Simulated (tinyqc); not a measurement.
From lone donors to an impurity band: impurity band of shallow donors (Hubbard estimate).

Constants: e^2/(4 pi eps0) = 14.39964547 eV angstrom.

Parameters, chosen for this exercise (out of a larger set: near those of two donors in Si; not measured data): a = 16.1 angstrom (orbital radius); eps = 11.5 (dielectric constant); Ns = (0.039, 0.097, 0.23, 0.58, 1.4, 2.9, 5.8) x 1e18/cm^3 (donor densities).

Donors on a simple cubic lattice of spacing R = N^(-1/3) (1/angstrom^3 = 1e24/cm^3), Ha* = q/(eps a), q = e^2/(4 pi eps0), x = R/a. Hopping t = Ha* (1 + x) exp(-x), band width B = 12 t, on-site repulsion U = (5/8) Ha*; the gap closes near B/U = 1.15. Valley factors and disorder are left out.

Results:

| N (1e18/cm^3) | R (angstrom) | N^(1/3) a | t (meV) | B (meV) | B/U |
|---|---|---|---|---|---|
| 0.039 | 294.9 | 0.055 | 1.67e-05 | 0.000200 | 4.12e-06 |
| 0.23 | 163.2 | 0.099 | 0.0343 | 0.411 | 0.00846 |
| 0.58 | 119.9 | 0.134 | 0.383 | 4.59 | 0.0945 |
| 1.4 | 89.4 | 0.180 | 1.98 | 23.7 | 0.488 |
| 2.9 | 70.1 | 0.230 | 5.35 | 64.2 | 1.32 |
| 5.8 | 55.7 | 0.289 | 10.9 | 131 | 2.70 |

Give the missing row, N (1e18/cm^3) = 0.097.

Computed row:
```
N (1e18/cm^3)  R (angstrom)  N^(1/3) a  t (meV)  B (meV)       B/U
0.097                 217.6      0.074  0.00152   0.0182  0.000375
```

B/U passes 1.15 between 1.4 and 2.9 x 1e18/cm^3; the root is x = 4.52, N^(1/3) a = 0.221, N = 2.6 x 1e18/cm^3, below the 4.2 that the empirical rule N^(1/3) a = 0.26 gives; the estimate is rough, since random positions, the overlap of the orbitals and screening are left out. While N grows by 149 times, t grows by 6.55e+05 times.

tinyqc: `OMP_NUM_THREADS=1 python tinyqc.py 1250286 1250287 out.jsonl`; about 0.01 s, one thread, shared Intel(R) Xeon(R) Processor @ 2.30GHz.
